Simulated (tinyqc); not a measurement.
Rectangular fin or nanosheet with a gate all round, subbands and threshold shift from confinement: one step of the calculation.

Undoped body with a flat potential across it, hard walls, transport along x. One isotropic valley (g = 1, mx = my = mz = me). Non-parabolicity enters the subband edges through E (1 + al E) = gamma, so E = 2 gamma/(1 + sqrt(1 + 4 al gamma)); motion within a subband is taken as parabolic with the band-edge mass. Energies are counted from the bulk band edge.

Task. Threshold shift. Each subband has N_k = g sqrt(2 mx m0 kB T/(pi hbar^2)); without degeneracy n = exp(EF/Vt) sum N_k exp(-E_k/Vt). Classical value Nc times t H, Nc = sum over valleys of 2 g (m m0 kB T/(2 pi hbar^2))^1.5 with m = (mx my mz)^(1/3). Threshold shift dVT = Vt ln(classical value/sum N_k exp(-E_k/Vt)). Use the subbands listed.

Parameters, values chosen for the exercise; masses close to those of In0.53Ga0.47As:
```
symbol,value,unit,meaning
T,77,K,temperature
me,0.0408,m0,mass at the band edge
t,10.1,nm,width (along y)
H,15.1,nm,height (along z)
```

Constants: q = 1.602176634e-19 C, kB = 1.380649e-23 J/K, hbar = 1.054571817e-34 J s, m0 = 9.1093837015e-31 kg, Vt = kB T/q. Results are converted to the units shown.

| subband | E_k (eV) | N_k (cm^-1) |
|---|---|---|
| 1,1 | 0.11597435 | 4.7558208e5 |
| 1,2 | 0.20555479 | 4.7558208e5 |
| 2,1 | 0.30169338 | 4.7558208e5 |
| 1,3 | 0.33251542 | 4.7558208e5 |
| 2,2 | 0.37137020 | 4.7558208e5 |
| 2,3 | 0.47597545 | 4.7558208e5 |
| 1,4 | 0.48177196 | 4.7558208e5 |

Wanted: shares; sum N_k exp(-E_k/Vt); Nc; classical value; dVT.

Result.

| subband | shares (%) |
|---|---|
| 1,1 | 100.0 |
| 1,2 | 0.0 |
| 2,1 | 0.0 |
| 1,3 | 0.0 |
| 2,2 | 0.0 |
| 2,3 | 0.0 |
| 1,4 | 0.0 |

sum N_k exp(-E_k/Vt) = 0.01220 cm^-1
Nc = 2.689e16 cm^-3
classical value = 4.101e4 cm^-1
dVT = 99.71 mV

Range of the model: Non-parabolicity also makes carriers heavier within each subband, which is left out, so densities of states are understated at high energy.

Numbers from tinyqc (`OMP_NUM_THREADS=1 python tinyqc.py 2350111 2350112 out.jsonl`; about 0.1 s on one thread of a shared Intel Xeon 2.30GHz).
